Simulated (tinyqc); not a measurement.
Conductivity against temperature: Debye-Callaway model of lattice thermal conductivity. Computed by tinyqc, a small Python program. Command: `OMP_NUM_THREADS=1 python tinyqc.py 3013732 3013733 out.jsonl callaway walk`. One thread of a shared host (Intel(R) Xeon(R) Processor @ 2.30GHz), about 0.01 s of CPU time with the checks.

Three acoustic branches with one velocity v, cut at omega_D = k_B Theta/hbar; x = hbar omega/(k_B T). v and Theta are separate inputs: Theta cuts off the heat-carrying modes, so C need not reach 3 k_B/V. gamma is an effective value that sets the umklapp rate.

Inputs (values chosen for the exercise, modelled on silicon carbide): sound velocity v = 8790 m/s; Debye temperature Theta = 1090 K; volume per atom V = 10.4 angstrom^3; mean atomic mass M = 20.05 u; effective Grueneisen parameter gamma = 2.39; umklapp exponent divisor b = 3; alloy fraction f = 0.42; mass difference Delta M = 6.56 u; Casimir length L = 2600 micrometre.

Sample: crystal. Point defects: alloy. Normal processes: left out.

Constants: k_B = 1.380649e-23 J/K; hbar = 1.054571817e-34 J s; u = 1.6605390666e-27 kg.

Method:
- For a random alloy on all sites Gamma = f (1 - f) (Delta M/M)^2, with M the mean mass; strain-field scattering is left out. A = V Gamma/(4 pi v^3).
- Rates: point defects A omega^4; umklapp B omega^2 T exp(-Theta/(b T)) with B = hbar gamma^2/(M v^2 Theta). Boundaries: v/L.
- kappa_1 = c int tau_C g dx, g = x^4 e^x/(e^x - 1)^2, c = (k_B/(2 pi^2 v)) (k_B T/hbar)^3, over 0 < x < min(Theta/T, 40), by 96 Gauss-Legendre points in s with x = x_max s^2; tau_C = tau_R, the inverse of the summed rates, and kappa = kappa_1.
- The boundary limit is C v^2/(3 x boundary rate), with C = 3 c int g dx / v^2.

Rayleigh coefficient A = 3.17770e-44 s^3

Kappa (W/(m K)):
```
T (K)  all processes  without point defects  boundary limit
11            307.67                 1826.1          1826.1
22            517.00                  14608           14609
38            643.56                  67902           75282
65            697.58                  28046      3.7670e+05
110           488.88                 4058.8      1.7737e+06
190           226.98                 1015.2      6.6062e+06
330           115.47                 370.09      1.3968e+07
540           70.243                 171.99      1.8755e+07
870           45.390                 88.237      2.1106e+07
1400          29.823                 48.067      2.2123e+07
```

What does the comparison show, and why?

kappa peaks among these rows at 65 K (T/Theta = 0.060) with 698 W/(m K). The exponent d ln kappa/d ln T is 0.75 at the cold end and -0.88 at the hot end. Point defects cost most at 38 K, a factor 106.

Extremes, crossings and ranges named in words are read from the listed rows.
